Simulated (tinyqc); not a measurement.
Propagation of a band-gap error through k.p and effective-mass formulas: sweeps and comparisons. A value that a table varies takes the place of the one given here.

Chain, for a gap E (the reference Eg or another value), with Ep and Dso kept: 1/me = 1 + Ep (E + 2 Dso/3)/(E (E + Dso)); g* = 2 - 2 Ep Dso/(3 E (E + Dso)); g1(E) = g1 + (Ep/3)(1/E - 1/Eg), g2(E) = g2 + (Ep/6)(1/E - 1/Eg), light hole 1/(g1 + 2 g2), heavy hole 1/(g1 - 2 g2) along [100]; optical constant ei(E) = 1 + (ei - 1)(EP/(EP + E - Eg))^2, static e0(E) = ei(E) + e0 - ei.

Donor: R = Ry me/e0^2, a_B = a0 e0/me, Mott density (0.26/a_B)^3. Nc, Nv = 2 (m kT/(4 pi c))^(3/2), c = hbar^2/2m0, ni = sqrt(Nc Nv) exp(-E/2kT). Exciton: Ry mu/e0^2 with 1/mu = 1/me + g1(E). 1 angstrom^-3 = 1e24 cm^-3.

Constants: Ry = 13.60569312 eV; a0 (Bohr radius) = 0.5291772105 angstrom; kB = 8.617333262e-05 eV/K; hbar^2/2m0 = 3.80998211 eV angstrom^2.

Inputs chosen for the exercise (reference values near those of InSb, gap at low temperature; the results hold for these values, not for the real material): Eg = 0.236 eV (gap at Gamma to the s-like level); Dso = 0.81 eV (spin-orbit splitting); Ep = 23.3 eV (Kane energy); g1 = 34.91 (Luttinger gamma1); g2 = 15.5 (gamma2); e0 = 16.58 (static dielectric constant); ei = 15.5 (optical dielectric constant); EP = 3.71 eV (mean (Penn) gap); mh = 0.59 m0 (density-of-states mass of the holes); T = 77 K (temperature); Eg2 = 0.194 eV (a wrong gap, of the size a hybrid functional can give).

## The size of the error

E = f Eg; ratios against f = 1.

Results:

| f | E (eV) | me ratio | light-hole ratio | e0 ratio | donor ratio | Mott ratio | g* | log10 ni ratio |
|---|---|---|---|---|---|---|---|---|
| 0.25 | 0.059 | 0.272 | 0.250 | 1.090 | 0.229 | 0.0155 | -243.402 | 5.37 |
| 0.40 | 0.094 | 0.426 | 0.400 | 1.071 | 0.372 | 0.0631 | -145.373 | 4.36 |
| 0.60 | 0.142 | 0.625 | 0.600 | 1.046 | 0.571 | 0.213 | -91.375 | 2.94 |
| 0.80 | 0.189 | 0.815 | 0.800 | 1.023 | 0.780 | 0.507 | -64.722 | 1.48 |
| 1.00 | 0.236 | 1.000 | 1.000 | 1.000 | 1.000 | 1.00 | -48.969 | 0.00 |
| 1.20 | 0.283 | 1.179 | 1.200 | 0.978 | 1.233 | 1.75 | -38.640 | -1.49 |
| 1.50 | 0.354 | 1.440 | 1.499 | 0.947 | 1.606 | 3.52 | -28.535 | -3.74 |
| 2.00 | 0.472 | 1.858 | 1.997 | 0.899 | 2.301 | 8.84 | -18.793 | -7.52 |

What can be read from the table?

Between f = 0.8 and 1.2 the mean powers d ln(ratio)/d ln f are 0.91 for me, 1.00 for the light hole, -0.11 for e0, 1.13 for the donor energy and 3.06 for the Mott density; ni moves by -3.15 decades per 0.1 eV, against -0.1 eV/(2 kT ln 10) = -3.27 from the exponential alone, the rest coming from Nc through me^(3/4). g* keeps its sign, from -243.40 to -18.79.

## What each input does

All at E = Eg2. Each row changes one parameter from the base and keeps the others.

Results:

| case | me (m0) | light hole (m0) | e0 | donor (meV) | exciton (meV) | log10 ni |
|---|---|---|---|---|---|---|
| base | 0.0113 | 0.0125 | 16.91 | 0.536 | 0.363 | 10.532 |
| Eg2 = 0.21 eV | 0.0121 | 0.0135 | 16.79 | 0.585 | 0.397 | 10.032 |
| Dso = 0.875 eV | 0.0113 | 0.0125 | 16.91 | 0.538 | 0.365 | 10.533 |
| Ep = 25.164 eV | 0.0104 | 0.0123 | 16.91 | 0.496 | 0.344 | 10.507 |
| g1 = 37.703 | 0.0113 | 0.0121 | 16.91 | 0.536 | 0.356 | 10.532 |
| EP = 3.413 eV | 0.0113 | 0.0125 | 16.94 | 0.534 | 0.362 | 10.532 |
| ei = 14.26 | 0.0113 | 0.0125 | 16.89 | 0.537 | 0.365 | 10.532 |
| mh = 0.637 m0 | 0.0113 | 0.0125 | 16.91 | 0.536 | 0.363 | 10.557 |
| T = 83.16 K | 0.0113 | 0.0125 | 16.91 | 0.536 | 0.363 | 11.052 |

What can be read from the table?

The largest shifts from the base row, up to three for each result and ties (the steps differ in size, so this ranks the rows, not the parameters). me (m0): Eg2 +0.0008, Ep -0.0008; unchanged at the printed digits by Dso, g1, EP, ei, mh and T. light hole (m0): Eg2 +0.0010, g1 -0.0004, Ep -0.0002; unchanged at the printed digits by Dso, EP, ei, mh and T. e0: Eg2 -0.13, EP +0.03, ei -0.03; unchanged at the printed digits by Dso, Ep, g1, mh and T. donor (meV): Eg2 +0.049, Ep -0.039, Dso +0.003; unchanged at the printed digits by g1, mh and T. exciton (meV): Eg2 +0.034, Ep -0.020, g1 -0.008; unchanged at the printed digits by mh and T. log10 ni: T +0.520, Eg2 -0.500, mh +0.025, Ep -0.025; unchanged at the printed digits by g1, EP and ei.

Run: tinyqc, `OMP_NUM_THREADS=1 python tinyqc.py 1850812 1850813 out.jsonl`; Intel(R) Xeon(R) Processor @ 2.30GHz, one thread, shared host; about 0.01 s of CPU time with all checks.
